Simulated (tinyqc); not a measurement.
Band bending at a free surface with a continuum of surface states, surface photovoltage and Kelvin probe: two steps of the calculation.

n-type bulk, xi = Ec - EF = Vt ln(Nc/Nd), p0 = ni^2/Nd, ni = sqrt(Nc Nv) exp(-Eg/(2 Vt)), Eg in volts. b is the upward band bending, u = b/Vt. Space charge per area, in units of q: Qc = sign(b) sqrt((2 eps0 eps_r Vt/q) [(Nd + dn)(exp(-u) - 1) + Nd u + (p0 + dn)(exp(u) - 1)]), with dn the excess density under light (flat quasi-Fermi levels; 0 in the dark). The states hold -Ds (E0 - xi - b): negative while the Fermi level lies above the neutrality level. Neutrality: Qc + Qf + (charge of the states) = 0.

Values chosen for this exercise; band and dielectric values close to those of silicon: temperature T = 300 K; band gap Eg = 1.1 eV; relative permittivity eps_r = 11.7; conduction-band density of states at T Nc = 2.81e19 cm^-3; valence-band density of states at T Nv = 2.66e19 cm^-3; electron affinity chi = 4.11 eV; donor density Nd = 1.5e15 cm^-3; work function of the probe tip pt = 5.27 eV; depth of their neutrality level below the conduction edge E0 = 0.41 eV.

Constants: q = 1.602176634e-19 C, kB = 1.380649e-23 J/K, Vt = kB T/q, eps0 = 8.8541878128e-14 F/cm where lengths are in cm. Results are converted to the units shown.

Problem 1. Bulk quantities. xi, ni, p0, the Debye length sqrt(eps0 eps_r Vt/(q Nd)) and the flat-band work function chi + xi.

Wanted: xi; ni; p0; Debye length; chi + xi.

Solution 1.

xi = 0.25433 eV
ni = 1.5747e10 cm^-3
p0 = 1.6531e5 cm^-3
Debye length = 105.56 nm
chi + xi = 4.3643 eV

Problem 2. Work function and Kelvin-probe reading. Work function chi + xi + b; contact potential difference CPD = (work function of the sample) - pt. Depth of EF below Ec at the surface: xi + b. Depletion width Qc/Nd.

converged b = 0.15064452 V

Wanted: xi + b; Qc; Qc/Nd; work function; CPD.

Solution 2.

xi + b = 0.4050 eV
Qc = 4.922e10 cm^-2
Qc/Nd = 328.1 nm
work function = 4.515 eV
CPD = -755.0 mV

The Fermi level lies 5.02 meV above the neutrality level.

Computed by the program tinyqc: `OMP_NUM_THREADS=1 python tinyqc.py 2430031 2430032 out.jsonl`, one thread of a shared Intel Xeon 2.30GHz, about 0.01 s for the whole run.
